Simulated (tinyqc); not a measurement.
Dopant redistribution at a moving silicon-oxide interface during parabolic oxidation. Changing the temperature T. Computed by tinyqc, a small Python program. Command: `OMP_NUM_THREADS=1 python tinyqc.py 3013904 3013905 out.jsonl segox sweep`. One thread of a shared host (Intel(R) Xeon(R) Processor @ 2.30GHz), about 0.01 s of CPU time with the checks.

Uniformly doped silicon is oxidised with x_ox = sqrt(B t); the interface advances into the silicon by alpha x_ox, alpha = 0.44. The dopant does not move in the oxide, and at the interface C(silicon) = m C(oxide).

Inputs (values chosen for the exercise, modelled on antimony in silicon under steam): dopant prefactor D0 = 3.76 cm^2/s; dopant activation energy E = 3.91 eV; oxidation prefactor B0 = 397 um^2/h; oxidation activation energy E_B = 0.778 eV; segregation coefficient m = C(silicon)/C(oxide) = 9.3; bulk doping C_B = 2.5e+17 1/cm^3; time t = 1.5 h.

Constants: k_B = 8.617333262e-05 eV/K.

Method:
- D = D0 exp(-E/(k_B T)), converted with 1 cm^2/s = 3.6e11 um^2/h; B = B0 exp(-E_B/(k_B T)); s = alpha sqrt(B/(4 D)), the interface advance over 2 sqrt(D t).
- Temperatures in kelvin are T(C) + 273.15.
- With the dopant diffusivity D and s = alpha x_ox/(2 sqrt(D t)), in the silicon C = C_B + (C_s - C_B) erfc(y/(2 sqrt(D t)))/erfc(s), y from the original surface. Dopant balance at the interface gives C_s/C_B = 1/[1 + (1/(m alpha) - 1) g], g = sqrt(pi) s exp(s^2) erfc(s).

One run for each value:
```
temperature T (C)  ratio C_s/C_B       s  oxide thickness (um)  diffusion length 2 sqrt(D t) (um)
850                       4.0881  40.087                0.4385                            0.00481
900                       4.0765  20.115                0.5204                            0.01138
950                       4.0380  10.678                0.6090                            0.02509
1000                      3.9277   5.958                0.7040                            0.05199
1050                      3.6707   3.474                0.8050                            0.10195
1100                      3.2232   2.107                0.9114                            0.19033
1150                      2.6722   1.323                1.0230                            0.34010
1200                      2.1729   0.858                1.1393                            0.58424
```

What does the table show, and why?

Over the rows, ratio C_s/C_B falls from 4.09 to 2.17; s falls from 40.1 to 0.858; oxide thickness (um) rises from 0.438 to 1.14. Diffusion has the larger activation energy, so a hot oxidation lets it even out the profile and the ratio moves towards 1.

Caution (rows 850, 900, 950): in this case the oxide is not much thicker than a typical Deal-Grove length A, so real growth is slower than parabolic. Caution (all rows): parabolic growth needs an oxide much thicker than the Deal-Grove length A, which fails for thin films and low temperatures; oxidation-enhanced or retarded diffusion is ignored.
